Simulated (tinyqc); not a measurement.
Lifetime against injection: carrier lifetime from Shockley-Read-Hall, radiative, Auger and surface recombination. Computed by tinyqc, a small Python program. Command: `OMP_NUM_THREADS=1 python tinyqc.py 3013774 3013775 out.jsonl lifetime walk`. One thread of a shared host (Intel(R) Xeon(R) Processor @ 2.30GHz), about 0.02 s of CPU time with the checks.

Energies are counted from the top of the valence band. Boltzmann statistics, full ionisation, and equal excess densities of electrons and holes.

Inputs (values chosen for the exercise, with bands modelled on GaAs):

| quantity | value | unit |
|---|---|---|
| gap E_g | 1.42 | eV |
| electron mass m_e | 0.0661 | m_0 |
| valleys M_c | 1 | - |
| hole mass m_h | 0.544 | m_0 |
| temperature T | 300 | K |
| doping N | 6.2e+17 | cm^-3 |
| trap level E_t | 0.887 | eV |
| trap density N_t | 3.6e+11 | cm^-3 |
| electron cross-section sigma_n | 7.4e-16 | cm^2 |
| hole cross-section sigma_p | 8.1e-17 | cm^2 |
| radiative coefficient B | 5.8e-11 | cm^3/s |
| Auger coefficient C_n | 6.7e-31 | cm^6/s |
| Auger coefficient C_p | 3.5e-30 | cm^6/s |
| diffusion coefficient D | 3.4 | cm^2/s |
| surface velocity S | 22000 | cm/s |
| thickness W | 44 | micrometre |

Doping: n-type. Surface term: two equal surfaces.

Constants: m_0 = 9.1093837015e-31 kg; k_B = 1.380649e-23 J/K; h = 6.62607015e-34 J s; k_B = 8.617333262e-05 eV/K.

Method:
- N_c = 2 M_c (2 pi m_e k_B T/h^2)^(3/2) and N_v = 2 (2 pi m_h k_B T/h^2)^(3/2), masses in units of m_0.
- n_i = sqrt(N_c N_v) exp(-E_g/2 k_B T); majority density N/2 + sqrt(N^2/4 + n_i^2), minority density n_i^2 over it.
- v = sqrt(3 k_B T/m) with m_e or m_h; tau_n0 = 1/(sigma_n v_n N_t), tau_p0 = 1/(sigma_p v_p N_t); n1 = N_c exp(-(E_g - E_t)/k_B T), p1 = N_v exp(-E_t/k_B T).
- The slowest diffusion mode has x tan x = S W/(2 D) with 0 < x < pi/2 (bisection), and tau_s = W^2/(4 x^2 D). The common approximation is W/(2 S) + W^2/(pi^2 D).
- With n = n_0 + dn, p = p_0 + dn and U/dn = 1/tau: (n p - n_i^2)/dn = n_0 + p_0 + dn = s; 1/tau_SRH = s/[tau_p0 (n + n1) + tau_n0 (p + p1)]; 1/tau_rad = B s; 1/tau_Aug = (C_n n + C_p p) s; the rates add, with 1/tau_s.
- Rows stop below half the smaller effective density of states.

N_c = 4.26456e+17 cm^-3

N_v = 1.00686e+19 cm^-3

n_0 = 6.20e+17 cm^-3

p_0 = 9.67170e-06 cm^-3

tau_p0 = 0.00216568 s

n1 = 4.74098e+08 cm^-3

tau_n0 = 8.26320e-05 s

p1 = 12648.1 cm^-3

tau_s = 6.60533e-07 s

Lifetimes (s):

| dn (cm^-3) | SRH | radiative | Auger | effective | radiative efficiency | fastest channel |
|---|---|---|---|---|---|---|
| 1.00e+10 | 0.0021657 | 2.7809e-08 | 3.8828e-06 | 2.6503e-08 | 0.95304 | radiative |
| 1.00e+11 | 0.0021657 | 2.7809e-08 | 3.8828e-06 | 2.6503e-08 | 0.95304 | radiative |
| 1.00e+12 | 0.0021657 | 2.7809e-08 | 3.8827e-06 | 2.6503e-08 | 0.95304 | radiative |
| 1.00e+13 | 0.0021657 | 2.7808e-08 | 3.8823e-06 | 2.6502e-08 | 0.95304 | radiative |
| 1.00e+14 | 0.0021657 | 2.7804e-08 | 3.8783e-06 | 2.6498e-08 | 0.95304 | radiative |
| 1.00e+15 | 0.0021658 | 2.7764e-08 | 3.8380e-06 | 2.6460e-08 | 0.95304 | radiative |
| 1.00e+16 | 0.0021670 | 2.7367e-08 | 3.4725e-06 | 2.6081e-08 | 0.95299 | radiative |
| 1.00e+17 | 0.0021772 | 2.3946e-08 | 1.6685e-06 | 2.2793e-08 | 0.95182 | radiative |

What follows from these numbers?

tau_SRH goes from 0.00217 s at low injection (the minority capture time, 0.00217 s) to 0.00218 s in the last row; at high injection it tends to tau_n0 + tau_p0 = 0.00225 s. Ruling channel by row: radiative from 1e10 cm^-3. Caution: the doping is near the effective density of states, where Boltzmann statistics fail and the gap narrows. Caution: the layer is thicker than two bulk diffusion lengths: adding 1/tau_s describes the late decay, and understates the surface loss in a steady state.
